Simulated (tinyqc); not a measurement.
# MOS inversion layer, Poisson-Schroedinger loop: effect of the sheet density of electrons

Electrons confined at an insulator interface at z = 0, treated as a hard wall; parabolic valleys, Hartree approximation, no image or exchange terms. The depletion charge lies far deeper than the electrons and gives a uniform field q Nd/(eps0 eps_r); the gate balances all charge. Energies are counted from the band edge at the interface.

Schroedinger equation -(C/mz) psi'' + (V0 + U) psi = E psi, C = hbar^2/(2 m0), psi(0) = 0, on a uniform mesh of 800 nodes with a far wall at 130 nm, 8 levels a set; V0 = q Nd z/(eps0 eps_r); dU/dz = q (Ns - integral of n from 0 to z)/(eps0 eps_r), U(0) = 0; N_k = g md m0 q Vt/(pi hbar^2) ln(1 + exp((EF - E_k)/Vt)), g the number of valleys of the set, sum N_k = Ns. Triangular well: E_k = a_k (C F^2/mz)^(1/3), a_1 = 2.338107, a_2 = 4.087949, C = hbar^2/(2 m0), F in eV/nm. Fang-Howard (all electrons in the lowest level of set A): b^3 = 6 (mz1/C) q (Nd + 11 Ns/32)/(eps0 eps_r), centroid 3/b, level C b^2/(4 mz1) + (3/b) q (Nd + 11 Ns/16)/(eps0 eps_r). The centroid adds 3.9 z_av/eps_r to an oxide-equivalent thickness. Shares under 0.0001 % are printed as 0.

Parameters, values chosen for the exercise; masses and permittivity close to those of silicon (111):
- T = 300 K (temperature)
- eps_r = 11.6 (relative permittivity)
- mz1 = 0.255 m0 (mass along z of valley set A (6 valley(s)))
- md1 = 0.357 m0 (in-plane density-of-states mass of set A)
- Nd = 1.1e11 cm^-2 (sheet density of depletion charge)

Constants: q = 1.602176634e-19 C, kB = 1.380649e-23 J/K, hbar = 1.054571817e-34 J s, m0 = 9.1093837015e-31 kg, Vt = kB T/q, eps0 = 8.8541878128e-14 F/cm where lengths are in cm, hbar^2/(2 m0) = 0.0380998212 eV nm^2. Results are converted to the units shown.

Effect of the sheet density of electrons:
```
Ns (cm^-2),A1 (meV),A2 (meV),EF (meV),share of A1 (%),share of A2 (%),centroid z_av (nm),added oxide equivalent (nm),Fang-Howard centroid (nm)
1e11,26.1,43.1,-137,41.5,21.4,12.5,4.19,6.68
2.1e11,33.8,54.2,-108,46.2,21.0,11.1,3.73,6.18
4.5e11,48.0,74.1,-69.6,54.0,19.8,9.19,3.09,5.46
9.7e11,72.9,108,-20.1,64.3,17.1,7.12,2.39,4.60
2.1e12,116,162,47.1,75.5,12.9,5.23,1.76,3.73
4.4e12,184,245,138,84.9,8.55,3.81,1.28,2.98
9.4e12,299,380,279,92.0,4.74,2.74,0.921,2.35
2e13,490,599,497,96.3,2.21,1.99,0.669,1.83
```

What does the comparison show?

As Ns goes from 1e11 to 2e13, A1 rises from 26.1 to 490 meV, the share of A1 rises from 41.5 to 96.3 % and the centroid falls from 12.5 to 1.99 nm. A1 goes as Ns^(0.65) between the last two rows (a triangular well in the field of that charge alone gives 2/3). EF lies more than 2 meV above A1 for Ns = 2e13. The Fang-Howard centroid is 46 % below the full one in the first row, where A1 holds 41.5 %, and 7.8 % below it in the last, where A1 holds 96.3 %. For Ns = 1e11, 2.1e11, 4.5e11, 9.7e11, 2.1e12 the eighth level of a set still holds over 0.4 % of the electrons, so more levels and a farther wall would raise the centroid.

Program tinyqc, `OMP_NUM_THREADS=1 python tinyqc.py 2160142 2160143 out.jsonl`; Intel Xeon 2.30GHz, shared host, one thread, about 0.7 s.
